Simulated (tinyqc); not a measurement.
Heisenberg magnet: exchange from energy differences, ordering vector, linear spin waves and ordering temperature: one step, computed by the program tinyqc.

H = -sum over pairs <ij> J_ij S_i.S_j - K sum_i (S_i^z)^2, each pair once, J > 0 ferromagnetic. First neighbours: 4 at a (1, 0), second: 4 at a (1, 1), with all permutations and signs.

Question. Long waves and the gap. g_s(q) = sum over shell s of cos(q.R), z1 = g1(0). A(q) = S [-J1 g1(0) + J2 (g2(0) - g2(q))] + (2S - 1) K, B(q) = S J1 g1(q), E(q) = sqrt(A^2 - B^2). The factor 2S - 1 removes the anisotropy for S = 1/2. sum R_x^2 over the shells is s1 = 2 a^2 and s2 = 4 a^2. Without K, E = c q with c = S sqrt(z1 |J1| (|J1| s1 + J2 s2)); the gap is E(0) = sqrt(k (k + 2 S z1 |J1|)), k = (2S - 1) K.

Inputs (values chosen for the exercise, for a model magnet):

| quantity | value | unit |
|---|---|---|
| exchange J1 | -3.93 | meV |
| exchange J2 | 0.67 | meV |
| spin S | 2 | - |
| single-ion anisotropy K | 0.046 | meV |
| lattice constant a | 5.3 | angstrom |

Lattice: square. Order: Neel (nearest neighbours antiparallel).

Give: spin-wave velocity c; gap.

Answer.

spin-wave velocity c = 136.4 meV angstrom

gap = 2.949 meV

Exchange enhances the gap to 21.4 times (2S - 1) K, the geometric mean of anisotropy and exchange.
